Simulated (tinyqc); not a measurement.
Carrier lifetime of an n-type layer with SRH, radiative, Auger and surface recombination: two steps of the calculation.

Uniform excess density dn = dp (no trapping), n = n0 + dn, p = p0 + dn, Boltzmann statistics, full ionisation. Surfaces enter as a rate 2 S dn/d, which holds while diffusion to them is fast.

Inputs (values chosen for the exercise); band and dielectric values close to those of 4H silicon carbide: temperature T = 400 K; band gap Eg = 3.27 eV; conduction-band density of states at T Nc = 2.62e19 cm^-3; valence-band density of states at T Nv = 3.88e19 cm^-3; radiative coefficient B = 1.52e-12 cm^3/s; donor density N = 3.5e17 cm^-3; Auger coefficient (two electrons) Cn = 1.7e-31 cm^6/s; Auger coefficient (two holes) Cp = 9e-32 cm^6/s; trap density Nt = 6e12 cm^-3; capture cross-section for electrons sn = 3e-16 cm^2; capture cross-section for holes sp = 4e-14 cm^2; thermal velocity (both carriers) vth = 2.3e7 cm/s; trap level below the conduction band Et = 2.03 eV; surface recombination velocity (both faces) S = 60 cm/s; sample thickness d = 100 um; generation rate G = 2e22 cm^-3 s^-1.

Constants: q = 1.602176634e-19 C, kB = 1.380649e-23 J/K, Vt = kB T/q. Results are converted to the units shown.

Problem 1. Equilibrium densities and SRH constants. ni = sqrt(Nc Nv) exp(-Eg/(2 Vt)), Eg in volts; majority density N/2 + sqrt(N^2/4 + ni^2), n0 p0 = ni^2; n1 = Nc exp(-Et/Vt), p1 = Nv exp((Et - Eg)/Vt); tn0 = 1/(sn vth Nt), tp0 = 1/(sp vth Nt).

Give: ni; n0; p0; n1; p1; tn0; tp0.

Solution 1.

ni = 0.080071 cm^-3
n0 = 3.5000e17 cm^-3
p0 = 1.8318e-20 cm^-3
n1 = 6.9411e-7 cm^-3
p1 = 9236.8 cm^-3
tn0 = 2.4155e-5 s
tp0 = 1.8116e-7 s

Problem 2. New dn. With e = n p - ni^2 = dn (n0 + p0 + dn): U_SRH = e/(tp0 (n + n1) + tn0 (p + p1)), U_rad = B e, U_Aug = (Cn n + Cp p) e, U_s = 2 S dn/d. Newton step on ln U(ln dn) = ln G, U the sum: k = d ln U/d ln dn (central difference over factors 1.0001), dn(new) = dn (G/U)^(1/k).

dn after iteration 2 = 1.2962118e16 cm^-3
n0 = 3.5e17 cm^-3
p0 = 1.8318011e-20 cm^-3
n1 = 6.9410792e-7 cm^-3
p1 = 9236.7534 cm^-3
tn0 = 2.4154589e-5 s
tp0 = 1.8115942e-7 s

Give: U_SRH; U_rad; U_Aug; U_s; k; dn after iteration 3.

Solution 2.

U_SRH = 1.242e22 cm^-3 s^-1
U_rad = 7.151e21 cm^-3 s^-1
U_Aug = 2.958e20 cm^-3 s^-1
U_s = 1.555e20 cm^-3 s^-1
k = 0.5198
dn after iteration 3 = 1.294e16 cm^-3

tinyqc, about 0.01 s, one thread, Intel Xeon 2.30GHz (shared host): `OMP_NUM_THREADS=1 python tinyqc.py 2300001 2300002 out.jsonl`
